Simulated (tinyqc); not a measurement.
# Resistance of a tapered via with liner, size effect and interface: effects of single changes

A round via whose diameter grows from db at the bottom as D(z) = db + 2 z/tan(ang). The fill, of diameter D - 2 tl, starts above the bottom liner (thickness fb tl) and has rho = rho0 (1 + ks lam/(D - 2 tl)); the sidewall liner conducts in parallel with it. The bottom liner and the interface are crossed over the full area pi db^2/4. Spreading in the lines above and below is left out.

Inputs (values chosen for the exercise); fill metal close to tungsten: diameter at the bottom db = 38 nm; height hv = 150 nm; sidewall angle ang = 87 degrees; bulk resistivity of the fill rho0 = 5.16 uohm cm; mean free path of the fill lam = 15.2 nm; size-effect factor ks = 1; liner on the sidewall tl = 3.3 nm; liner at the bottom over that on the sidewall fb = 0.5; resistivity of the liner rl = 390 uohm cm; interface resistivity at the bottom ri = 3.2e-12 ohm cm^2; ballistic conductance per area, about 3/(4 rho0 lam) Sb = 9.1e14 S/m^2; bulk resistivity of the second fill (close to copper) rho2 = 1.64 uohm cm; its mean free path lam2 = 38.8 nm; its liner tl2 = 1.7 nm.

Each table varies one quantity; the others keep the values above.

## Via resistance against the diameter at the bottom

Slices between z0 = fb tl and hv, evaluated at their midpoints: conductance per length pi/4 [(D - 2 tl)^2/rho + (D^2 - (D - 2 tl)^2)/rl], slice resistance = slice height over that. 2000 slices. R_fill = sum of the slices; R_bottom = rl fb tl/(pi db^2/4); R_interface = ri/(pi db^2/4); ballistic (Sharvin) limit 1/(Sb pi (db - 2 tl)^2/4); ideal cylinder rho0 hv/(pi db^2/4).

Via resistance against the diameter at the bottom:
```
db (nm),R_fill (ohm),R_bottom (ohm),R_interface (ohm),R (ohm),ballistic limit (ohm),R over ideal cylinder,largest part
11,284.40,67.713,3.3672,355.48,72.271,4.3647,fill
16,81.989,32.005,1.5915,115.59,15.835,3.0026,fill
22,34.230,16.928,0.84181,52.000,5.8997,2.5539,fill
30,15.867,9.1037,0.45271,25.423,2.5553,2.3218,fill
42,7.2564,4.6447,0.23097,12.132,1.1165,2.1716,fill
58,3.5351,2.4356,0.12112,6.0918,0.52959,2.0795,fill
80,1.7620,1.2802,0.063662,3.1059,0.25970,2.0170,fill
```

R falls from 355 to 3.11 ohm. The fill is the largest part at db = 11 and in all other rows. R goes as db^(-3.00) between the first two rows and db^(-2.09) between the last two; area alone gives -2.

## Via resistance against the height

Same model as above.

2000 slices.

The same in every row: R_bottom (ohm) = 5.674; R_interface (ohm) = 0.2822; ballistic limit (ohm) = 1.419.

Result of one run:
```
hv (nm),R_fill (ohm),R (ohm),R over ideal cylinder,largest part
150,9.120,15.08,2.209,fill
```

What becomes of these results when the height hv is changed from 150 to 33 nm, all else the same?

Result of the changed run:
```
hv (nm),R_fill (ohm),R (ohm),R over ideal cylinder,largest part
33,2.707,8.663,5.770,bottom liner
```

The whole series:
```
hv (nm),R_fill (ohm),R (ohm),R over ideal cylinder,largest part
23,1.909,7.865,7.516,bottom liner
33,2.707,8.663,5.770,bottom liner
48,3.806,9.762,4.470,bottom liner
69,5.174,11.13,3.545,bottom liner
100,6.897,12.85,2.825,fill
150,9.120,15.08,2.209,fill
210,11.15,17.11,1.791,fill
300,13.37,19.32,1.416,fill
```

R rises from 7.87 to 19.3 ohm. The bottom liner is the largest part at hv = 23, the fill from 100 on. The share of the two bottom terms goes from 75.7 to 30.8 %. For hv = 23, 33 the ballistic limit exceeds half of R_fill, so the diffusive model understates R.

## Two fill metals against the diameter

2000 slices. R_fill = sum of the slices; R_bottom = rl fb tl/(pi db^2/4); R_interface = ri/(pi db^2/4). The second fill has rho2, lam2 and tl2 in place of rho0, lam and tl.

Result of one run:
```
db (nm),"R, first fill (ohm)","R, second fill (ohm)",ratio second/first
17,98.55,39.77,0.4036
```

What becomes of these results when the diameter at the bottom db is changed from 17 to 12 nm, all else the same?

Result of the changed run:
```
db (nm),"R, first fill (ohm)","R, second fill (ohm)",ratio second/first
12,266.4,90.83,0.3410
```

The whole series:
```
db (nm),"R, first fill (ohm)","R, second fill (ohm)",ratio second/first
12,266.4,90.83,0.3410
17,98.55,39.77,0.4036
24,42.35,18.25,0.4309
35,18.05,7.971,0.4416
49,8.714,3.861,0.4431
70,4.103,1.810,0.4411
100,1.956,0.8565,0.4378
```

The ratio goes from 0.341 to 0.438. The second fill gives the lower R in every row.

Computed by the program tinyqc: `OMP_NUM_THREADS=1 python tinyqc.py 2750139 2750140 out.jsonl`, one thread of a shared Intel Xeon 2.30GHz, about 0.01 s for the whole run.
